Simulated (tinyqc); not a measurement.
# Double-gate transistor, scale length and short-channel effects: effects of single changes

A body of thickness ts between two insulators of thickness ti and two tied gates. Below threshold the potential that source and drain add obeys Laplace's equation and vanishes on the gate. Its lowest mode decays along the channel as exp(-k y); k is the smallest positive root of the matching condition at the interface, and the scale length is Lambda = pi/k.

Parameters, values chosen for the exercise; permittivities: semiconductor made up, insulator close to that of aluminium oxide:

| symbol | value | unit | meaning |
|---|---|---|---|
| T | 300 | K | temperature |
| eps_r | 9.74 |  | relative permittivity of the semiconductor |
| ei | 9.15 |  | relative permittivity of the insulator |
| ti | 3.7 | nm | insulator thickness |
| ts | 9.8 | nm | body thickness |
| L | 37 | nm | channel length |
| Vbi | 1 | V | potential of the source |
| sT | 0.64 | V | potential of the barrier top at threshold |
| Vds | 0.7 | V | drain voltage |

Constants: q = 1.602176634e-19 C, kB = 1.380649e-23 J/K, Vt = kB T/q. Results are converted to the units shown.

Each table varies one quantity; the others keep the values above.

## A higher permittivity at fixed equivalent oxide thickness

k is the smallest positive root of f(k) = ei cos(k ti) cos(k ts/2) - eps_r sin(k ti) sin(k ts/2). Along the channel psi(y) = s + a exp(y/l) + b exp(-y/l) with psi(0) = Vbi, psi(L) = Vbi + Vds and l = 1/k = Lambda/pi; with A = Vbi - s, B = A + Vds, x = exp(-L/l): a = (B - A x) x/(1 - x^2), b = (A - B x)/(1 - x^2). The minimum is s + 2 sqrt(a b), at y = (l/2) ln(b/a). The long-channel potential follows the gate as s = sT + (Vg - VTL)/m, and the threshold VT is the gate voltage at which the minimum equals sT. Swing = m Vt ln 10/g at threshold, g = d(minimum)/ds = 1 - (b x + a)/((1 + x) sqrt(a b)). DIBL = [VT(0.05 V) - VT(Vds)]/(Vds - 0.05 V). sT and Vbi are held fixed; m = 1. The equivalent oxide thickness 3.9 ti/ei is held at 1.6 nm, so ti = 1.6 ei/3.9 nm.

A higher permittivity at fixed equivalent oxide thickness:

| ei | ti (nm) | Lambda (nm) | L/Lambda | DIBL (mV/V) | swing (mV/decade) |
|---|---|---|---|---|---|
| 3.9 | 1.6000 | 16.822 | 2.1994 | 24.770 | 64.100 |
| 5 | 2.0513 | 16.937 | 2.1846 | 25.407 | 64.215 |
| 7.5 | 3.0769 | 17.312 | 2.1373 | 27.553 | 64.599 |
| 10 | 4.1026 | 17.857 | 2.0720 | 30.844 | 65.186 |
| 15 | 6.1538 | 19.503 | 1.8972 | 41.966 | 67.147 |
| 20 | 8.2051 | 21.869 | 1.6919 | 61.061 | 70.445 |
| 25 | 10.256 | 24.802 | 1.4918 | 89.708 | 75.268 |
| 35 | 14.359 | 31.661 | 1.1686 | 177.34 | 89.470 |

As ei goes from 3.9 to 35, Lambda rises from 16.8 to 31.7 nm, DIBL rises from 24.8 to 177 mV/V and the swing rises from 64.1 to 89.5 mV a decade. The ratio ei/ti is the same in every row, yet the insulator grows from 1.60 to 14.4 nm, and drain fields reach the channel sideways through it. For ei = 25 to 35 L is under 1.5 Lambda, where higher modes, left out of the one-mode potential, count.

## Effect of the insulator thickness

Same model as above.

Results:

| ti (nm) | Lambda (nm) | L/Lambda | VT - VTL at Vds (mV) | DIBL (mV/V) | swing (mV/decade) |
|---|---|---|---|---|---|
| 1.2 | 12.34 | 2.997 | -11.38 | 6.647 | 60.78 |
| 1.6 | 13.19 | 2.806 | -15.48 | 9.054 | 61.23 |
| 2.1 | 14.23 | 2.600 | -21.63 | 12.68 | 61.90 |
| 3.5 | 17.13 | 2.160 | -44.88 | 26.50 | 64.41 |
| 4.6 | 19.39 | 1.909 | -69.19 | 41.11 | 67.00 |
| 5.9 | 22.03 | 1.679 | -104.4 | 62.53 | 70.70 |

Estimate the missing row, ti = 2.7 nm.

Computed row:

| ti (nm) | Lambda (nm) | L/Lambda | VT - VTL at Vds (mV) | DIBL (mV/V) | swing (mV/decade) |
|---|---|---|---|---|---|
| 2.7 | 15.48 | 2.391 | -30.51 | 17.94 | 62.86 |

With this row back in the table: As ti goes from 1.2 to 5.9 nm, Lambda rises from 12.3 to 22.0 nm, DIBL rises from 6.65 to 62.5 mV/V and the swing rises from 60.8 to 70.7 mV a decade. On average Lambda goes as ti^(0.36).

## Effect of the body thickness

Same model as above.

Effect of the body thickness:

| ts (nm) | Lambda (nm) | L/Lambda | VT - VTL at Vds (mV) | DIBL (mV/V) | swing (mV/decade) |
|---|---|---|---|---|---|
| 3.9 | 11.50 | 3.217 | -8.016 | 4.677 | 60.41 |
| 4.9 | 12.54 | 2.951 | -12.25 | 7.160 | 60.88 |
| 6.1 | 13.77 | 2.687 | -18.78 | 11.00 | 61.59 |
| 7.6 | 15.30 | 2.418 | -29.18 | 17.15 | 62.72 |
| 9.5 | 17.24 | 2.147 | -45.91 | 27.12 | 64.52 |
| 12 | 19.77 | 1.872 | -73.83 | 43.92 | 67.49 |
| 15 | 22.79 | 1.623 | -115.8 | 69.50 | 71.88 |

What does the comparison show?

As ts goes from 3.9 to 15 nm, Lambda rises from 11.5 to 22.8 nm, DIBL rises from 4.68 to 69.5 mV/V and the swing rises from 60.4 to 71.9 mV a decade. On average Lambda goes as ts^(0.51). At ts = 3.9 nm the semiconductor is under 4 nm thick, where quantum confinement shifts the threshold.

Numbers from tinyqc (`OMP_NUM_THREADS=1 python tinyqc.py 2420042 2420043 out.jsonl`; about 0.01 s on one thread of a shared Intel Xeon 2.30GHz).
